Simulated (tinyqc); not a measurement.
Heat flow across a film from the phonon Boltzmann equation in the relaxation-time approximation: one step, computed by the program tinyqc.

Two black walls, hot at x = 0 and cold at x = L, emit phonons isotropically. For one free path Lambda, with tau = x/Lambda, tau_L = L/Lambda and phi = (T - T_cold)/Delta T, energy balance gives phi(tau) = (1/2) [E2(tau) + int_0^tau_L phi(s) E1(|tau - s|) ds]; E_n are the exponential integrals. The flux over the ballistic flux C v Delta T/4 is psi = 1 - 2 int_0^tau_L phi(s) E2(s) ds, and kappa_eff/kappa = (3/4) tau_L psi. kappa = C v Lambda/3 is an input, so at fixed kappa a longer free path means a smaller C v.

Task: Temperature profile and flux in the small system. Cut the film into n equal cells with constant phi, collocated at the centres c_i: the kernel integrates to A_ij = |E2(|c_i - e_j|) - E2(|c_i - e_(j+1)|)|/2 for cell edges e_j, and A_ii = 1 - E2(half a cell); solve (1 - A) phi = E2(c)/2; psi = 1 - 2 sum_j phi_j [E3(e_j) - E3(e_(j+1))]. In short, (1 - A) phi = b and psi = 1 - 2 sum_j w_j phi_j, with b the right-hand side and w_j the flux weights; the cells divide 0 to tau_L.

1 - A, lower triangle (symmetric):
```
            1           2           3          4
1   0.2349471
2  -0.1009904   0.2349471
3  -0.0135822  -0.1009904   0.2349471
4  -0.0023418  -0.0135822  -0.1009904  0.2349471
```

right-hand side E2(c)/2: 0.1174736  0.01648316  0.002900947  5.591573e-04

optical thickness tau_L = 5.6

flux weights E3(e_j) - E3(e_(j+1)): 0.4354245  0.05323184  0.009152130  0.001745872

Give: phi at the cell centres; psi, small system.

Result:

phi at the cell centres: 0.7807  0.5933  0.4067  0.2193

psi, small system = 0.2488
